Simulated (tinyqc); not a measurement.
What each parameter does: two-band k.p model of the Delta valleys near the X point under shear strain.

Valley pair on the [001] axis, kz counted from the X point, c = hbar^2/2m0, k0 = kx0 2 pi/a. H = (c kz^2/ml + c (kx^2 + ky^2)/mt + c k0^2/ml) 1 + (2 c k0 kz/ml) sigma_z + (D exy - 2 c kx ky/Mp) sigma_x, so E = c kz^2/ml + c (kx^2 + ky^2)/mt + c k0^2/ml -/+ sqrt((2 c k0 kz/ml)^2 + (D exy - 2 c kx ky/Mp)^2). Without strain the lower band has its minima, E = 0, at kz = +/- k0. Shifts from diagonal strain are left out.

For |eta| < 1: k_min = k0 sqrt(1 - eta^2), E_min = -Delta eta^2/2, ml(eta) = ml/(1 - eta^2), 1/m[110] = 1/mt + eta/Mp, 1/m[1-10] = 1/mt - eta/Mp. For |eta| > 1 the minimum sits at X: E_min = -Delta (2 |eta| - 1)/2, ml(eta) = ml/(1 - 1/|eta|), and eta is replaced by its sign in the transverse masses. Here Delta = 2 c k0^2/ml and eta = D exy/Delta.

Constants: hbar^2/2m0 = 3.80998211 eV angstrom^2.

Parameters, chosen for this exercise (near those of Si; the results hold for these values, not for the real material):
- a = 5.427 angstrom (lattice constant)
- ml = 0.937 m0 (longitudinal mass)
- mt = 0.2 m0 (transverse mass)
- kx0 = 0.152 2 pi/a (distance of the minimum from X)
- D = 15 eV (shear deformation potential)
- Mp = 0.246 m0 (coupling mass)
- exy = 0.002 (shear strain)

Delta = 2 c k0^2/ml, eta = D exy/Delta. Each row changes one parameter from the base and keeps the others.

Results:
```
case                     eta  E_min (meV)  ml(eta) (m0)  m[110] (m0)  m[1-10] (m0)
base                  0.1191        -1.79        0.9505       0.1823        0.2214
ml = 0.87141 m0       0.1108        -1.66        0.8822       0.1835        0.2198
mt = 0.214 m0         0.1191        -1.79        0.9505       0.1939        0.2387
kx0 = 0.14136 2 pi/a  0.1377        -2.07        0.9551       0.1799        0.2252
D = 16.05 eV          0.1275        -2.05        0.9525       0.1812        0.2231
Mp = 0.26322 m0       0.1191        -1.79        0.9505       0.1834        0.2199
exy = 0.00214         0.1275        -2.05        0.9525       0.1812        0.2231
```

The largest shifts from the base row, up to three for each result and ties (the steps differ in size, so this ranks the rows, not the parameters). eta: kx0 +0.0186, D +0.0083, ml -0.0083, exy +0.0083; unchanged at the printed digits by mt and Mp. E_min (meV): kx0 -0.28, D -0.26, exy -0.26; unchanged at the printed digits by mt and Mp. ml(eta) (m0): ml -0.0682, kx0 +0.0046, D +0.0020, exy +0.0020; unchanged at the printed digits by mt and Mp. m[110] (m0): mt +0.0116, kx0 -0.0025, ml +0.0011, D -0.0011, exy -0.0011, Mp +0.0011. m[1-10] (m0): mt +0.0173, kx0 +0.0038, D +0.0017, exy +0.0017.

Program tinyqc; command `OMP_NUM_THREADS=1 python tinyqc.py 1051284 1051285 out.jsonl`; about 0.01 s on one thread of a shared Intel(R) Xeon(R) Processor @ 2.30GHz.
